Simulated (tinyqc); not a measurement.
Debye-Callaway model of lattice thermal conductivity: one step, computed by the program tinyqc.

Three acoustic branches with one velocity v, cut at omega_D = k_B Theta/hbar; x = hbar omega/(k_B T). v and Theta are separate inputs: Theta cuts off the heat-carrying modes, so C need not reach 3 k_B/V. gamma is an effective value that sets the umklapp rate.

Problem. Scattering rates at one frequency. Rates: point defects A omega^4; umklapp B omega^2 T exp(-Theta/(b T)) with B = hbar gamma^2/(M v^2 Theta). Boundaries: v/L. The resistive time is tau_R = 1/(boundary + point-defect + umklapp rates), and the free path is v tau_R.

Inputs (values chosen for the exercise, for a model crystal):
```
quantity                              value        unit
sound velocity v                       6460         m/s
Debye temperature Theta                 731           K
mean atomic mass M                     37.4           u
effective Grueneisen parameter gamma   2.04           -
umklapp exponent divisor b              2.5           -
Casimir length L                        250  micrometre
temperature T                           300           K
probe frequency omega/omega_D          0.46           -
```

Sample: crystal. Point defects: vacancies. Normal processes: left out.

Rayleigh coefficient A = 7.858384e-44 s^3

Constants: k_B = 1.380649e-23 J/K; hbar = 1.054571817e-34 J s; u = 1.6605390666e-27 kg.

Give: omega; Rates; tau_R; free path.

Solution.

omega = 4.402e+13 rad/s

Rates:
```
process        rate (1/s)  rate x tau_R
boundaries      2.584e+07     7.468e-05
point defects   2.952e+11        0.8531
umklapp         5.082e+10        0.1469
```

tau_R = 2.890e-12 s

free path = 18.67 nm

The strongest resistive process at this frequency: point defects, 85 % of the resistive rate.
